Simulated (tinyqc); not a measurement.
# Floating body of a partially depleted SOI transistor: body voltage and kink, step by step

tinyqc, about 0.2 s, one thread, Intel Xeon 2.30GHz (shared host): `OMP_NUM_THREADS=1 python tinyqc.py 2182225 2182226 out.jsonl` Printed values are rounded.

Source at 0 V. Channel current Ic = 2 nf K Vt^2 [F(0) - F(Vd)](1 + la Vd), F(V) = ln^2(1 + exp((Vg - VT - nf V)/(2 nf Vt))), VT = VT0 - gb Vb. Saturation voltage Vs = 2 Vt sqrt(F(0)) + 3 Vt, excess Ve = (Vd - Vs + sqrt((Vd - Vs)^2 + 0.0004 V^2))/2, multiplication M1 = Ai Ve exp(-Bl/Ve). Each junction passes D(v) = J1 (exp(v/Vt) - 1) + J2 (exp(v/(2 Vt)) - 1). Bipolar current Ib = bb J1 (exp(Vb/Vt) - 1). The body settles where M1 (Ic + Ib) = D(Vb) + D(Vb - Vd) + Vb/Rb; drain current Id = (1 + M1)(Ic + Ib) - D(Vb - Vd).

Values chosen for this exercise; values of the order met in partially depleted silicon-on-insulator transistors:
```
symbol    value         unit                                                                                            meaning
T           300            K                                                                                        temperature
VT0        0.36            V                                                                     threshold at zero body voltage
gb         0.23                                                                  fall of the threshold per volt of body voltage
nf         1.43                                                                                                    slope factor
K           160  uA/(V^2 um)                                                                              gain factor per width
la         0.02          1/V                                                                   channel-length modulation factor
Ai         3.75          1/V                                                                        impact-ionisation prefactor
Bl          4.4            V                                                                          impact-ionisation voltage
J1      4.3e-13        uA/um                                                      diffusion saturation current of each junction
J2       2.6e-9        uA/um                                                  recombination saturation current of each junction
bb            1                                                 gain of the lateral bipolar transistor on the diffusion current
Rb          1e9      kohm um  resistance of a weak body tie to the source (1e9 stands for no tie, and the term is then dropped)
Vg         0.33            V                                                                                       gate voltage
Vd          1.2            V                                                                                      drain voltage
```

Constants: q = 1.602176634e-19 C, kB = 1.380649e-23 J/K, Vt = kB T/q. Results are converted to the units shown.

Range of the model: The multiplication law is an empirical form chosen for the exercise; self-heating and capacitive coupling to the body are left out, and the linear laws are rough once Vb passes about 0.7 V or M1 about 0.1.

## Starting value

Vb = 0.76 V.

Vb at the start = 0.76 V

## Iteration 1: new Vb

Current into the body I_in = M1 (Ic + Ib) - D(Vb - Vd), current out I_out = D(Vb) + Vb/Rb; f = ln(I_in/I_out), s = df/dVb by central differences over 1e-5 V, Vb(new) = Vb - f/s.

Ic = 1.368471 uA/um
Ve = 1.014460 V
M1 = 0.04972888
I_in = 0.1932268 uA/um
I_out = 2.523426 uA/um
f = -2.569508
s = -13.39801 1/V
Vb after iteration 1 = 0.5682172 V

## Iteration 2: new Vb

As before.

Ic = 0.7916368 uA/um
Ve = 1.040335 V
M1 = 0.05680623
I_in = 0.04505571 uA/um
I_out = 0.001664509 uA/um
f = 3.298369
s = -34.35202 1/V
Vb after iteration 2 = 0.6642339 V

## Iteration 3: new Vb

As before.

Ic = 1.053938 uA/um
Ve = 1.027690 V
M1 = 0.05327017
I_in = 0.05944406 uA/um
I_out = 0.06294634 uA/um
f = -0.05724685
s = -34.23364 1/V
Vb after iteration 3 = 0.6625617 V

## Course of the iteration

Stop when the step is below 1e-10 V, or after 40 iterations.

Course of the iteration:
```
iteration	Vb before the step (V)	step (V)
1	0.76	-0.192
2	0.5682172	0.0960
3	0.6642339	-1.67e-3
4	0.6625617	2.33e-6
5	0.6625640	4.35e-12
```

Converged in 5 iterations.

## Drain current with floating and with grounded body

converged Vb = 0.6625640 V

Id and VT at the converged Vb, Id at Vb = 0, their ratio, and the bipolar share Ib/(Ic + Ib).

VT = 0.2076103 V
Id, floating = 1.166054 uA/um
Id, grounded = 0.08774485 uA/um
ratio = 13.28914
bipolar share = 5.246875 %

The body rises to 0.663 V and lowers the threshold by 152 mV.
